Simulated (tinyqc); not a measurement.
Schottky diode by thermionic emission with image-force lowering and series resistance: one step of the calculation.

Metal on an n-type semiconductor with one parabolic valley; V > 0 is forward bias (metal positive). I = I0 [exp(Vj/(n Vt)) - 1] with Vj = V - I Rs; I0 = S A* T^2 exp(-(phi - dphi)/Vt), the lowering dphi taken at zero bias.

Question. Saturation current. A* = 4 pi q me m0 kB^2/h^3 (times 1e-4 for A/(cm^2 K^2)); Nc = 2 (2 pi me m0 kB T/h^2)^1.5 (times 1e-6 for cm^-3); xi = Vt ln(Nc/Nd), Vbi = phi - xi; surface field Em = sqrt(2 q Nd (Vbi - V - Vt)/(eps0 eps_r)); dphi = sqrt(q Em/(4 pi eps0 eps_r)). Here V = 0 in Em.

Values chosen for this exercise; band and dielectric values those of a made-up semiconductor: temperature T = 200 K; electron mass me = 0.32 m0; relative permittivity eps_r = 10.9; barrier height seen from the metal phi = 0.31 eV; donor density Nd = 8.5e16 cm^-3; area S = 0.00054 cm^2.

Constants: q = 1.602176634e-19 C, kB = 1.380649e-23 J/K, h = 6.62607015e-34 J s, m0 = 9.1093837015e-31 kg, Vt = kB T/q, eps0 = 8.8541878128e-14 F/cm where lengths are in cm. Results are converted to the units shown.

Give: A*; Nc; Vbi; Em; dphi; I0.

Answer.

A* = 38.46 A/(cm^2 K^2)
Nc = 2.473e18 cm^-3
Vbi = 0.2519 V
Em = 81.38 kV/cm
dphi = 32.79 meV
I0 = 8.590e-5 A

The lowering raises I0 by a factor of 6.70.

Program tinyqc, `OMP_NUM_THREADS=1 python tinyqc.py 2640023 2640024 out.jsonl`; Intel Xeon 2.30GHz, shared host, one thread, about 0.01 s.
